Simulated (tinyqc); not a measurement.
Defects against doping: deep level with several charge states.

Energies from Ev. The defect has charge states 0, -1, -2 with weights 1, gm exp((EF - E1)/kT), exp((2 EF - E1 - E2)/kT); the shares are the weights over their sum. Boltzmann carriers: n = Nc exp((EF - Eg)/kT), p = Nv exp(-EF/kT). Neutrality: p - n + Nd + Nt <q> = 0.

Constants: kB = 8.617333262e-05 eV/K.

Inputs chosen for the exercise (gap and densities of states near those of Si at this temperature; the results hold for these values, not for the real material):
- Eg = 1.111 eV (gap)
- Nc = 3.44e+19 1/cm^3 (conduction-band density of states)
- Nv = 1.44e+19 1/cm^3 (valence-band density of states)
- T = 350 K
- E1 = 0.424 eV (level (0/-1) above Ev)
- E2 = 0.937 eV (level (-1/-2) above Ev)
- gm = 2 (degeneracy of the middle state, the others 1)
- Nd = 3.6e+15 1/cm^3 (ionised shallow donors minus acceptors)

Nt takes the listed multiples of |Nd|; the resistivity uses mobilities of 1000 (electrons) and 300 (holes) cm^2/(V s), chosen for the exercise, and e = 1.602176634e-19 C.

Neutral state:

| Nt/\|Nd\| | EF (eV) | n (1/cm^3) | p (1/cm^3) | rho (ohm cm) |
|---|---|---|---|---|
| 0.01 | 0.8343 | 3.56e+15 | 1.40e+07 | 1.75 |
| 0.10 | 0.8314 | 3.23e+15 | 1.54e+07 | 1.93 |
| 0.30 | 0.8237 | 2.51e+15 | 1.99e+07 | 2.49 |
| 0.60 | 0.8066 | 1.43e+15 | 3.49e+07 | 4.38 |
| 0.90 | 0.7647 | 3.55e+14 | 1.40e+08 | 17.6 |
| 1.10 | 0.4727 | 2.22e+10 | 2.24e+12 | 8.97e+03 |
| 1.50 | 0.4243 | 4.45e+09 | 1.12e+13 | 1.86e+03 |
| 3.00 | 0.3827 | 1.12e+09 | 4.44e+13 | 469 |
| 10.00 | 0.3386 | 2.59e+08 | 1.92e+14 | 108 |

What can be read from this table?

EF goes from 0.834 to 0.339 eV and the resistivity from 1.75 to 108 ohm cm, with a largest value of 8.97e+03. The largest move of EF, -0.292 eV, comes between Nt/|Nd| = 0.9 and 1.1; the levels lie at 0.424 and 0.937 eV. A defect can take up to two electrons, but EF starts near or below the upper level, so each takes between one and two (1.02 in the first row) and the doping is cancelled near Nt = Nd at the latest. The type changes along the table.

Computed by tinyqc, a small Python program: `OMP_NUM_THREADS=1 python tinyqc.py 1651523 1651524 out.jsonl` (the numbers bound the seed that draws the inputs); one thread of a shared host (Intel(R) Xeon(R) Processor @ 2.30GHz), about 0.01 s for the whole set of steps.
